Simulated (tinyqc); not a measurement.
Inside a calculation. Method: coupled-perturbed Hartree-Fock on RHF in the 3-21g basis, for H3+, spin multiplicity 1. One step of it, computed by the program tinyqc.

Question. Integrals over molecular orbitals. (pq|rs) = sum C_ip C_jq C_kr C_ls (ij|kl), one index at a time.

coefficients C:
```
            MO1        MO2        MO3        MO4        MO5        MO6
1H 1s  0.235813   0.230436  -0.132980   0.758958  -0.906892   0.524734
1H 2s  0.234935   0.922367  -0.533056  -0.533325   1.136300  -0.656948
2H 1s  0.235813  -0.230436  -0.132980   0.758958   0.906892   0.524734
2H 2s  0.234935  -0.922367  -0.533056  -0.533325  -1.136300  -0.656948
3H 1s  0.235923   0.000000   0.265977   0.761097   0.000000  -1.046212
3H 2s  0.234995   0.000000   1.065786  -0.536272   0.000000   1.311605
```

core Hamiltonian H = T + V (hartree):
```
           1H 1s      1H 2s      2H 1s      2H 2s      3H 1s      3H 2s
1H 1s  -1.073203  -1.071032  -0.317518  -0.596593  -0.318077  -0.597004
1H 2s  -1.071032  -1.257994  -0.596593  -0.931551  -0.597061  -0.931946
2H 1s  -0.317518  -0.596593  -1.073203  -1.071032  -0.318077  -0.597004
2H 2s  -0.596593  -0.931551  -1.071032  -1.257994  -0.597061  -0.931946
3H 1s  -0.318077  -0.597061  -0.318077  -0.597061  -1.073441  -1.071183
3H 2s  -0.597004  -0.931946  -0.597004  -0.931946  -1.071183  -1.258158
```

Two-electron integrals (ij|kl) in chemists' order, unique and non-zero (hartree):
```
(11|11) 1.140145   (21|11) 0.611403   (21|21) 0.345152   (22|11) 0.626370
(22|21) 0.380329   (22|22) 0.482957   (31|11) 0.087815   (31|21) 0.051995
(31|22) 0.061715   (31|31) 0.012878   (32|11) 0.161805   (32|21) 0.101550
(32|22) 0.137806   (32|31) 0.027972   (32|32) 0.077340   (33|11) 0.449381
(33|21) 0.288006   (33|22) 0.413809   (33|31) 0.087815   (33|32) 0.279921
(33|33) 1.140145   (41|11) 0.279921   (41|21) 0.159351   (41|22) 0.178083
(41|31) 0.027972   (41|32) 0.055947   (41|33) 0.161805   (41|41) 0.077340
(42|11) 0.353792   (42|21) 0.217712   (42|22) 0.286056   (42|31) 0.044162
(42|32) 0.109701   (42|33) 0.353792   (42|41) 0.109701   (42|42) 0.196031
(43|11) 0.288006   (43|21) 0.183585   (43|22) 0.261462   (43|31) 0.051995
(43|32) 0.159351   (43|33) 0.611403   (43|41) 0.101550   (43|42) 0.217712
(43|43) 0.345152   (44|11) 0.413809   (44|21) 0.261462   (44|22) 0.369922
(44|31) 0.061715   (44|32) 0.178083   (44|33) 0.626370   (44|41) 0.137806
(44|42) 0.286056   (44|43) 0.380329   (44|44) 0.482957   (51|11) 0.088035
(51|21) 0.052121   (51|22) 0.061859   (51|31) 0.009608   (51|32) 0.019999
(51|33) 0.057703   (51|41) 0.025915   (51|42) 0.039373   (51|43) 0.036586
(51|44) 0.050482   (51|51) 0.012935   (52|11) 0.162001   (52|21) 0.101669
(52|22) 0.137948   (52|31) 0.019977   (52|32) 0.048230   (52|33) 0.146905
(52|41) 0.051360   (52|42) 0.093155   (52|43) 0.093113   (52|44) 0.130077
(52|51) 0.028059   (52|52) 0.077462   (53|11) 0.057703   (53|21) 0.036586
(53|22) 0.050482   (53|31) 0.009608   (53|32) 0.025915   (53|33) 0.088035
(53|41) 0.019999   (53|42) 0.039373   (53|43) 0.052121   (53|44) 0.061859
(53|51) 0.009626   (53|52) 0.025932   (53|53) 0.012935   (54|11) 0.146905
(54|21) 0.093113   (54|22) 0.130077   (54|31) 0.019977   (54|32) 0.051360
(54|33) 0.162001   (54|41) 0.048230   (54|42) 0.093155   (54|43) 0.101669
(54|44) 0.137948   (54|51) 0.025932   (54|52) 0.075558   (54|53) 0.028059
(54|54) 0.077462   (55|11) 0.449611   (55|21) 0.288146   (55|22) 0.413954
(55|31) 0.057604   (55|32) 0.146816   (55|33) 0.449611   (55|41) 0.146816
(55|42) 0.287992   (55|43) 0.288146   (55|44) 0.413954   (55|51) 0.088035
(55|52) 0.280151   (55|53) 0.088035   (55|54) 0.280151   (55|55) 1.140145
(61|11) 0.280151   (61|21) 0.159480   (61|22) 0.178225   (61|31) 0.025873
(61|32) 0.051340   (61|33) 0.146853   (61|41) 0.075500   (61|42) 0.105841
(61|43) 0.093083   (61|44) 0.130048   (61|51) 0.028059   (61|52) 0.056051
(61|53) 0.020013   (61|54) 0.051393   (61|55) 0.162001   (61|61) 0.077462
(62|11) 0.354002   (62|21) 0.217839   (62|22) 0.286213   (62|31) 0.039305
(62|32) 0.093111   (62|33) 0.288044   (62|41) 0.105819   (62|42) 0.182346
(62|43) 0.180752   (62|44) 0.250543   (62|51) 0.044280   (62|52) 0.109844
(62|53) 0.039387   (62|54) 0.105895   (62|55) 0.354002   (62|61) 0.109844
(62|62) 0.196217   (63|11) 0.146853   (63|21) 0.093083   (63|22) 0.130048
(63|31) 0.025873   (63|32) 0.075500   (63|33) 0.280151   (63|41) 0.051340
(63|42) 0.105841   (63|43) 0.159480   (63|44) 0.178225   (63|51) 0.020013
(63|52) 0.051393   (63|53) 0.028059   (63|54) 0.056051   (63|55) 0.162001
(63|61) 0.048250   (63|62) 0.093179   (63|63) 0.077462   (64|11) 0.288044
(64|21) 0.180752   (64|22) 0.250543   (64|31) 0.039305   (64|32) 0.105819
(64|33) 0.354002   (64|41) 0.093111   (64|42) 0.182346   (64|43) 0.217839
(64|44) 0.286213   (64|51) 0.039387   (64|52) 0.105895   (64|53) 0.044280
(64|54) 0.109844   (64|55) 0.354002   (64|61) 0.093179   (64|62) 0.182419
(64|63) 0.109844   (64|64) 0.196217   (65|11) 0.288146   (65|21) 0.183669
(65|22) 0.261548   (65|31) 0.036522   (65|32) 0.093055   (65|33) 0.288146
(65|41) 0.093055   (65|42) 0.180715   (65|43) 0.183669   (65|44) 0.261548
(65|51) 0.052121   (65|52) 0.159480   (65|53) 0.052121   (65|54) 0.159480
(65|55) 0.611403   (65|61) 0.101669   (65|62) 0.217839   (65|63) 0.101669
(65|64) 0.217839   (65|65) 0.345152   (66|11) 0.413954   (66|21) 0.261548
(66|22) 0.370014   (66|31) 0.050386   (66|32) 0.129989   (66|33) 0.413954
(66|41) 0.129989   (66|42) 0.250473   (66|43) 0.261548   (66|44) 0.370014
(66|51) 0.061859   (66|52) 0.178225   (66|53) 0.061859   (66|54) 0.178225
(66|55) 0.626370   (66|61) 0.137948   (66|62) 0.286213   (66|63) 0.137948
(66|64) 0.286213   (66|65) 0.380329   (66|66) 0.482957
```

Give: one-electron integrals over orbitals h = C^T H C; Two-electron integrals over orbitals.

Answer.

one-electron integrals over orbitals h = C^T H C (hartree):
```
         1        2        3        4        5        6
1  -1.5552   0.0000  -0.0001  -0.0995   0.0000  -0.0001
2   0.0000  -1.0391   0.0000   0.0000   0.1768   0.0000
3  -0.0001   0.0000  -1.0388  -0.0003   0.0000   0.1769
4  -0.0995   0.0000  -0.0003  -0.1167   0.0000   0.0001
5   0.0000   0.1768   0.0000   0.0000  -0.1304   0.0000
6  -0.0001   0.0000   0.1769   0.0001   0.0000  -0.1303
```

Two-electron integrals over orbitals (pq|rs), unique and non-zero (hartree):
```
(11|11) 0.5399      (21|21) 0.1095      (22|11) 0.4527      (22|22) 0.4533
(31|11) 6.79e-05    (31|22) -0.0585     (31|31) 0.1094      (32|21) -0.0586
(32|32) 0.0438      (33|11) 0.4527      (33|22) 0.3658      (33|31) 0.0585
(33|33) 0.4532      (41|11) 0.0995      (41|22) 0.0655      (41|31) 1.02e-04
(41|33) 0.0656      (41|41) 0.0609      (42|21) 0.0204      (42|32) -0.0130
(42|42) 0.0359      (43|11) 1.78e-04    (43|22) -0.0129     (43|31) 0.0204
(43|33) 0.0131      (43|41) 1.51e-04    (43|43) 0.0360      (44|11) 0.4606
(44|22) 0.4033      (44|31) 3.21e-04    (44|33) 0.4036      (44|41) 0.0762
(44|43) 2.03e-04    (44|44) 0.4212      (51|21) -0.0620     (51|32) 0.0366
(51|42) -0.0435     (51|51) 0.0698      (52|11) -0.1194     (52|22) -0.0969
(52|31) 0.0390      (52|33) -0.0612     (52|41) -0.0616     (52|43) 0.0241
(52|44) -0.0920     (52|52) 0.0957      (53|21) 0.0390      (53|32) -0.0178
(53|42) 0.0242      (53|51) -0.0393     (53|53) 0.0277      (54|21) -0.1077
(54|32) 0.0601      (54|42) -0.0310     (54|51) 0.0747      (54|53) -0.0460
(54|54) 0.1245      (55|11) 0.4937      (55|22) 0.4751      (55|31) -0.0763
(55|33) 0.3806      (55|41) 0.1023      (55|43) -0.0313     (55|44) 0.4439
(55|52) -0.1495     (55|55) 0.5537      (61|11) 8.29e-05    (61|22) 0.0367
(61|31) -0.0620     (61|33) -0.0365     (61|41) -3.41e-05   (61|43) -0.0436
(61|44) -1.13e-04   (61|52) -0.0394     (61|55) 0.0627      (61|61) 0.0698
(62|21) 0.0391      (62|32) -0.0179     (62|42) 0.0242      (62|51) -0.0394
(62|53) 0.0260      (62|54) -0.0461     (62|62) 0.0278      (63|11) -0.1194
(63|22) -0.0612     (63|31) -0.0390     (63|33) -0.0969     (63|41) -0.0618
(63|43) -0.0243     (63|44) -0.0922     (63|52) 0.0421      (63|55) -0.0808
(63|61) 0.0392      (63|63) 0.0956      (64|11) -8.63e-05   (64|22) 0.0601
(64|31) -0.1079     (64|33) -0.0602     (64|41) -1.39e-04   (64|43) -0.0312
(64|44) -3.72e-04   (64|52) -0.0461     (64|55) 0.0899      (64|61) 0.0749
(64|63) 0.0461      (64|64) 0.1250      (65|21) -0.0766     (65|32) 0.0474
(65|42) -0.0315     (65|51) 0.0627      (65|53) -0.0344     (65|54) 0.0900
(65|62) -0.0345     (65|65) 0.0713      (66|11) 0.4938      (66|22) 0.3809
(66|31) 0.0761      (66|33) 0.4750      (66|41) 0.1025      (66|43) 0.0315
(66|44) 0.4445      (66|52) -0.0809     (66|55) 0.4120      (66|61) -0.0623
(66|63) -0.1494     (66|64) -0.0897     (66|66) 0.5534
```
